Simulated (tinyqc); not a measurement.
# Dose and depth of a threshold implant

Inverse problem. A sheet of D acceptors per cm^2 lies at depth xi inside the depleted layer of a body doped Na. In the depletion approximation VT = Vfb + f2 + q D/Cox + gamma sqrt(f2 + Vsb - q D xi/(eps0 eps_r)), gamma = sqrt(2 eps0 eps_r q Na)/Cox, Cox = eps0 eox/tox. Find gamma, D and xi.

Values chosen for this exercise; band and dielectric values close to those of silicon: relative permittivity eps_r = 11.6; acceptor density deep in the body Na = 1.7e17 cm^-3; relative permittivity of the gate insulator (close to silicon dioxide) eox = 3.9; insulator thickness tox = 4.4 nm; flat-band voltage Vfb = -0.7 V; band bending 2 phiF at threshold f2 = 0.847 V.

Constants: q = 1.602176634e-19 C, eps0 = 8.8541878128e-14 F/cm where lengths are in cm. Results are converted to the units shown.

VT against the source at Vsb = 0 and 1.2 V (V): 0.46462103  0.62391895

Solution. With y^2 = f2 - q D xi/(eps0 eps_r) and d the difference of the thresholds over gamma, sqrt(y^2 + Vsb) - y = d gives y = (Vsb - d^2)/(2 d). The first threshold then gives D, and y^2 gives xi.

gamma = 0.301 V^0.5
D = 2.70e11 cm^-2
xi = 21.0 nm

Program tinyqc, `OMP_NUM_THREADS=1 python tinyqc.py 2080045 2080046 out.jsonl`; Intel Xeon 2.30GHz, shared host, one thread, about 0.3 s.
